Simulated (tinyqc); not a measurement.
Inside a calculation: two-dimensional electron gas with Rashba and Dresselhaus coupling. Values are carried at full precision from step to step, so a last printed digit may differ when a step is redone from the rounded ones.

H = c k^2/m + al (ky sx - kx sy) + b1 (kx sx - ky sy) + gam kx ky (kx sy - ky sx), s the Pauli matrices, x = [100], c = hbar^2/2m0, b1 = gam (pi/L)^2 (hard walls). H = c k^2/m + B.s, so E = c k^2/m -/+ |B| and the lower state has its spin along -B.

Constants: hbar^2/2m0 = 3.80998211 eV angstrom^2; hbar = 6.58211957e-16 eV s.

Parameters, chosen for this exercise (of the size met in InSb; shifted at random, so the results belong to these values and not to a real crystal): m = 0.0134 m0 (mass); al = 0.43 eV angstrom (Rashba constant); gam = 320.7 eV angstrom^3 (bulk Dresselhaus constant); L = 157 angstrom (width of the (001) well); n = 13 1e11/cm^2 (sheet density (one subband filled)); phi = 160 degrees (angle of k from [100]).

## Scales

b1; mean Fermi wave vector k0 = sqrt(2 pi n) (1e11/cm^2 = 1e-5/angstrom^2); E0 = c k0^2/m; b3 = gam k0^2/4; kR = al m/(2c) and ER = al kR/2, the shift and depth of a pure Rashba band.

b1 = 0.1284 eV angstrom
k0 = 0.02858 1/angstrom
E0 = 232.242 meV
b3 = 0.06549 eV angstrom
kR = 0.0007562 1/angstrom
ER = 0.1626 meV

The ratio al/(b1 - b3) is 6.83; kR is 2.6 % of k0.

## Spin-orbit field at one point of the Fermi circle

k = k0 (cos phi, sin phi). Form B, the splitting 2|B| and the direction of the lower spin, atan2(-By, -Bx).

Bx, By (meV): 1.5775  12.5541

splitting = 25.3056 meV
direction of the lower spin = -97.2 degrees

## The matrix

H = [[E0, Bx - i By], [Bx + i By, E0]] in meV; diagonalise. Precession period h/(2|B|) = 2 pi hbar/(splitting).

H (meV):
```
,up,down
up,232.2423,1.5775-12.5541i
down,1.5775+12.5541i,232.2423
```

levels (meV): 219.5895  244.8951

period = 0.163 ps

## The two wave vectors at the energy E0 along this direction

Solve c k^2/m -/+ |B(k)| = E0. The spin turns by (k_outer - k_inner) per length, so a half turn takes pi/(difference).

k (1/angstrom): outer 0.029377, inner 0.027819

difference = 0.001558 1/angstrom
length of a half turn = 201.6 nm

For linear terms alone the difference is (m/c)|B|/k, whatever the energy: every electron along this direction turns alike, the basis of the spin transistor. The cubic term makes it depend on density.

## Checks

- Difference of the Fermi wave vectors without Dresselhaus terms against al m/c: both 0.0015123.

Program tinyqc; command `OMP_NUM_THREADS=1 python tinyqc.py 1481954 1481955 out.jsonl`; about 0.01 s on one thread of a shared Intel(R) Xeon(R) Processor @ 2.30GHz.
